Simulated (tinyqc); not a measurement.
## MOS inversion layer, Poisson-Schroedinger loop: effect of the sheet density of electrons

Electrons confined at an insulator interface at z = 0, treated as a hard wall; parabolic valleys, Hartree approximation, no image or exchange terms. The depletion charge lies far deeper than the electrons and gives a uniform field q Nd/(eps0 eps_r); the gate balances all charge. Energies are counted from the band edge at the interface.

Schroedinger equation -(C/mz) psi'' + (V0 + U) psi = E psi, C = hbar^2/(2 m0), psi(0) = 0, on a uniform mesh of 800 nodes with a far wall at 21 nm, 8 levels a set; V0 = q Nd z/(eps0 eps_r); dU/dz = q (Ns - integral of n from 0 to z)/(eps0 eps_r), U(0) = 0; N_k = g md m0 q Vt/(pi hbar^2) ln(1 + exp((EF - E_k)/Vt)), g the number of valleys of the set, sum N_k = Ns. Triangular well: E_k = a_k (C F^2/mz)^(1/3), a_1 = 2.338107, a_2 = 4.087949, C = hbar^2/(2 m0), F in eV/nm. Fang-Howard (all electrons in the lowest level of set A): b^3 = 6 (mz1/C) q (Nd + 11 Ns/32)/(eps0 eps_r), centroid 3/b, level C b^2/(4 mz1) + (3/b) q (Nd + 11 Ns/16)/(eps0 eps_r). The centroid adds 3.9 z_av/eps_r to an oxide-equivalent thickness. Shares under 0.0001 % are printed as 0.

Parameters, values chosen for the exercise; masses and permittivity close to those of 4H silicon carbide (0001):
- T = 300 K (temperature)
- eps_r = 9.64 (relative permittivity)
- mz1 = 0.324 m0 (mass along z of valley set A (3 valley(s)))
- md1 = 0.427 m0 (in-plane density-of-states mass of set A)
- Nd = 1.2e12 cm^-2 (sheet density of depletion charge)

Constants: q = 1.602176634e-19 C, kB = 1.380649e-23 J/K, hbar = 1.054571817e-34 J s, m0 = 9.1093837015e-31 kg, Vt = kB T/q, eps0 = 8.8541878128e-14 F/cm where lengths are in cm, hbar^2/(2 m0) = 0.0380998212 eV nm^2. Results are converted to the units shown.

Effect of the sheet density of electrons:
```
Ns (cm^-2),A1 (meV),A2 (meV),EF (meV),share of A1 (%),share of A2 (%),centroid z_av (nm),added oxide equivalent (nm),Fang-Howard centroid (nm)
1e11,95.2,164,-34.1,92.7,6.42,2.84,1.15,2.84
2.1e11,99.3,169,-10.7,92.9,6.25,2.81,1.13,2.81
4.5e11,108,180,18.1,93.3,5.92,2.74,1.11,2.75
9.7e11,126,201,56.6,94.0,5.32,2.61,1.06,2.64
2.1e12,162,243,113,95.1,4.34,2.40,0.970,2.45
4.4e12,224,317,198,96.5,3.12,2.12,0.857,2.18
9.4e12,338,449,337,97.9,1.87,1.78,0.722,1.85
2e13,532,673,562,99.0,0.950,1.46,0.589,1.52
```

As Ns goes from 1e11 to 2e13, A1 rises from 95.2 to 532 meV, the share of A1 rises from 92.7 to 99.0 % and the centroid falls from 2.84 to 1.46 nm. A1 goes as Ns^(0.60) between the last two rows (a triangular well in the field of that charge alone gives 2/3). EF lies more than 2 meV above A1 for Ns = 2e13. The Fang-Howard centroid is 0.081 % below the full one in the first row, where A1 holds 92.7 %, and 4.2 % above it in the last, where A1 holds 99.0 %.

tinyqc, about 0.5 s, one thread, Intel Xeon 2.30GHz (shared host): `OMP_NUM_THREADS=1 python tinyqc.py 2160084 2160085 out.jsonl`
